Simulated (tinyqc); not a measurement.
From results back to parameters: standing waves and exposure in a photoresist film. Three cases, with inputs chosen for the exercise.

Problem. Bleaching of a resist on an index-matched plate: T(0) = T12 exp(-(A + B) d), T(end) = T12 exp(-B d), T12 = 1 - ((n1 - 1)/(n1 + 1))^2, and the first slope dT/dD = T(0) C A T12 (1 - exp(-(A + B) d))/(A + B). Here d = dT and D is the dose; A, B and C are hidden.

Find: A; B; C.

Method. A = ln(T(end)/T(0))/d, B = ln(T12/T(end))/d, and the slope then gives C.

Case 1.

Values chosen (out of a larger set: a resist on Al, indices near tabulated ones; not measured data): n1 = 1.679 (resist index); dT = 0.136 micrometre (resist thickness on an index-matched plate).

T(0) = 0.874245
T(end) = 0.889839
dT/dD = 0.00036356 cm^2/mJ

Solution.

A = 0.13 1/micrometre
B = 0.37 1/micrometre
C = 0.026 cm^2/mJ

Case 2.

Values chosen (out of a larger set: a resist on Al, indices near tabulated ones; not measured data): n1 = 1.741 (resist index); dT = 0.467 micrometre (resist thickness on an index-matched plate).

T(0) = 0.521888
T(end) = 0.534218
dT/dD = 0.00024059 cm^2/mJ

Solution.

A = 0.05 1/micrometre
B = 1.18 1/micrometre
C = 0.028 cm^2/mJ

Case 3.

Values chosen (out of a larger set: a resist on Cu, indices near tabulated ones; not measured data): n1 = 1.69 (resist index); dT = 0.115 micrometre (resist thickness on an index-matched plate).

T(0) = 0.854055
T(end) = 0.868915
dT/dD = 0.00018429 cm^2/mJ

Solution.

A = 0.15 1/micrometre
B = 0.63 1/micrometre
C = 0.014 cm^2/mJ

Computed by tinyqc, one run a case: `OMP_NUM_THREADS=1 python tinyqc.py N N+1 out.jsonl` with N = 1680686, 1680689, 1680707; one thread of a shared Intel(R) Xeon(R) Processor @ 2.30GHz, about 0.01 s a run at most.
